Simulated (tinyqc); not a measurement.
Trap density from the barrier height.

Question. In a partly depleted grain with all boundary traps filled, 2 N W = Qt and VB = q N W^2/(2 eps0 eps_r). Find Qt, W and the doping at which VB would equal Vt.

Values chosen for this exercise:
- T = 300 K (temperature)
- eps_r = 11.7 (relative permittivity)

Constants: q = 1.602176634e-19 C, kB = 1.380649e-23 J/K, Vt = kB T/q, eps0 = 8.8541878128e-14 F/cm where lengths are in cm. Results are converted to the units shown.

doping = 5.7e17 cm^-3
barrier height = 0.19535901 V

Answer. Eliminating W gives VB = q Qt^2/(8 eps0 eps_r N), which falls as 1/N.

Qt = 2.40e12 cm^-2
W = 21.1 nm
doping for VB = Vt = 4.31e18 cm^-3

Computed by the program tinyqc: `OMP_NUM_THREADS=1 python tinyqc.py 2830071 2830072 out.jsonl`, one thread of a shared Intel Xeon 2.30GHz, about 0.01 s for the whole run.
